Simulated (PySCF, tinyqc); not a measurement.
Worked calculation: RHF in the sto-3g basis, for BeH2, spin multiplicity 1. The lowest restricted solution is unstable here: a spin-polarised one lies 0.0040 hartree lower (PySCF). One step of it, computed by the program tinyqc.

Question. Iteration 1: building the Fock matrix. J_ij = sum D_kl (ij|kl), K_ij = sum D_kl (ik|jl); F = H + J - 0.5 K; E = tr D H + tr D J / 2 - 0.25 tr D K + E_nn.

D at the start, lower triangle:
```
            1Be 1s     1Be 2s   1Be 2px    1Be 2py   1Be 2pz     2H 1s     3H 1s
1Be 1s    2.053972
1Be 2s   -0.241159   1.077137
1Be 2px   0.000000   0.000000  0.000000
1Be 2py   0.006291  -0.021870  0.000000   1.099136
1Be 2pz   0.000000   0.000000  0.000000   0.000000  0.000000
2H 1s    -0.189771   0.514586  0.000000   0.428494  0.000000  0.424020
3H 1s    -0.187340   0.513065  0.000000  -0.429538  0.000000  0.080367  0.406855
```

core Hamiltonian H = T + V (hartree), lower triangle:
```
            1Be 1s     1Be 2s    1Be 2px    1Be 2py    1Be 2pz      2H 1s      3H 1s
1Be 1s   -8.412169
1Be 2s   -2.073708  -2.641426
1Be 2px   0.000000   0.000000  -2.133766
1Be 2py  -0.000388  -0.003362   0.000000  -2.251483
1Be 2pz   0.000000   0.000000   0.000000   0.000000  -2.133766
2H 1s    -0.156304  -0.602349   0.000000  -0.732564   0.000000  -1.704653
3H 1s    -0.141234  -0.567045   0.000000   0.696335   0.000000  -0.008883  -1.680093
```

Two-electron integrals (ij|kl) in chemists' order, unique and non-zero (hartree):
```
(11|11) 2.298831    (21|11) 0.392036    (21|21) 0.079539    (22|11) 0.570988
(22|21) 0.143041    (22|22) 0.417683    (31|31) 0.014607    (32|31) 0.021888
(32|32) 0.092265    (33|11) 0.569578    (33|21) 0.143083    (33|22) 0.417589
(33|33) 0.449859    (41|41) 0.014607    (42|41) 0.021888    (42|42) 0.092265
(43|43) 0.024249    (44|11) 0.569578    (44|21) 0.143083    (44|22) 0.417589
(44|33) 0.401360    (44|44) 0.449859    (51|51) 0.014607    (52|51) 0.021888
(52|52) 0.092265    (53|53) 0.024249    (54|54) 0.024249    (55|11) 0.569578
(55|21) 0.143083    (55|22) 0.417589    (55|33) 0.401360    (55|44) 0.401360
(55|55) 0.449859    (61|11) 0.028643    (61|21) 0.005812    (61|22) 0.010562
(61|33) 0.010495    (61|41) 0.000537    (61|42) 0.001010    (61|44) 0.010703
(61|55) 0.010495    (61|61) 0.000447    (62|11) 0.100453    (62|21) 0.025699
(62|22) 0.086204    (62|33) 0.082623    (62|41) 0.003268    (62|42) 0.023007
(62|44) 0.093275    (62|55) 0.082623    (62|61) 0.002085    (62|62) 0.031628
(63|31) 0.001894    (63|32) 0.009834    (63|43) 0.003598    (63|63) 0.002235
(64|11) 0.121003    (64|21) 0.031229    (64|22) 0.108963    (64|33) 0.102773
(64|41) 0.005108    (64|42) 0.035121    (64|44) 0.121220    (64|55) 0.102773
(64|61) 0.002602    (64|62) 0.044478    (64|64) 0.063500    (65|51) 0.001894
(65|52) 0.009834    (65|54) 0.003598    (65|65) 0.002235    (66|11) 0.275413
(66|21) 0.071439    (66|22) 0.268577    (66|33) 0.251500    (66|41) 0.008672
(66|42) 0.083273    (66|44) 0.302315    (66|55) 0.251500    (66|61) 0.005812
(66|62) 0.135702    (66|64) 0.199237    (66|66) 0.774606    (71|11) 0.025856
(71|21) 0.005249    (71|22) 0.009544    (71|33) 0.009482    (71|41) -0.000491
(71|42) -0.000923   (71|44) 0.009672    (71|55) 0.009482    (71|61) 0.000365
(71|62) 0.001583    (71|64) 0.001883    (71|66) 0.004422    (71|71) 0.000365
(72|11) 0.093976    (72|21) 0.024054    (72|22) 0.081023    (72|33) 0.077644
(72|41) -0.003050   (72|42) -0.021682   (72|44) 0.087695    (72|55) 0.077644
(72|61) 0.001642    (72|62) 0.012813    (72|64) 0.015494    (72|66) 0.040042
(72|71) 0.001765    (72|72) 0.028437    (73|31) 0.001735    (73|32) 0.009089
(73|43) -0.003362   (73|63) 0.000587    (73|73) 0.001963    (74|11) -0.114304
(74|21) -0.029506   (74|22) -0.103267   (74|33) -0.097441   (74|41) 0.004752
(74|42) 0.033058    (74|44) -0.114802   (74|55) -0.097441   (74|61) -0.001975
(74|62) -0.015665   (74|64) -0.018848   (74|66) -0.049490   (74|71) -0.002220
(74|72) -0.040232   (74|74) 0.057725    (75|51) 0.001735    (75|52) 0.009089
(75|54) -0.003362   (75|65) 0.000587    (75|75) 0.001963    (76|11) 0.001470
(76|21) 0.000363    (76|22) 0.001027    (76|33) 0.001020    (76|41) -1.07e-06
(76|42) -0.000006   (76|44) 0.001041    (76|55) 0.001020    (76|61) 0.000027
(76|62) 0.000212    (76|64) 0.000269    (76|66) 0.000664    (76|71) 0.000024
(76|72) 0.000203    (76|74) -0.000260   (76|76) 2.54e-06    (77|11) 0.269281
(77|21) 0.069854    (77|22) 0.263337    (77|33) 0.246916    (77|41) -0.008302
(77|42) -0.080638   (77|44) 0.295757    (77|55) 0.246916    (77|61) 0.004797
(77|62) 0.041914    (77|64) 0.051288    (77|66) 0.136245    (77|71) 0.005130
(77|72) 0.128130    (77|74) -0.189020   (77|76) 0.000664    (77|77) 0.774606
```

nuclear repulsion = 2.31645194 hartree

Give: Coulomb J; exchange K; Fock matrix F; total energy of this density.

Answer.

Coulomb J (hartree), lower triangle:
```
         1Be 1s  1Be 2s  1Be 2px  1Be 2py  1Be 2pz   2H 1s   3H 1s
1Be 1s   6.3814
1Be 2s   1.2361  2.5802
1Be 2px  0.0000  0.0000   2.5281
1Be 2py  0.0000  0.0018   0.0000   2.6746
1Be 2pz  0.0000  0.0000   0.0000   0.0000   2.5281
2H 1s    0.0910  0.5589   0.0000   0.7186   0.0000  1.9234
3H 1s    0.0822  0.5241   0.0000  -0.6788   0.0000  0.0065  1.8818
```

exchange K (hartree), lower triangle:
```
         1Be 1s   1Be 2s  1Be 2px  1Be 2py  1Be 2pz   2H 1s   3H 1s
1Be 1s   4.6265
1Be 2s   0.8290   0.8642
1Be 2px  0.0000   0.0000   0.1714
1Be 2py  0.0003  -0.0011   0.0000   0.9295
1Be 2pz  0.0000   0.0000   0.0000   0.0000   0.1714
2H 1s    0.0595   0.3882   0.0000   0.4561   0.0000  0.7386
3H 1s    0.0534   0.3727   0.0000  -0.4367   0.0000  0.0021  0.7029
```

Fock matrix F (hartree), lower triangle:
```
          1Be 1s   1Be 2s  1Be 2px  1Be 2py  1Be 2pz    2H 1s    3H 1s
1Be 1s   -4.3440
1Be 2s   -1.2522  -0.4933
1Be 2px   0.0000   0.0000   0.3086
1Be 2py  -0.0005  -0.0010   0.0000  -0.0416
1Be 2pz   0.0000   0.0000   0.0000   0.0000   0.3086
2H 1s    -0.0951  -0.2376   0.0000  -0.2420   0.0000  -0.1505
3H 1s    -0.0857  -0.2293   0.0000   0.2358   0.0000  -0.0034  -0.1497
```

total energy of this density = -15.265353 hartree
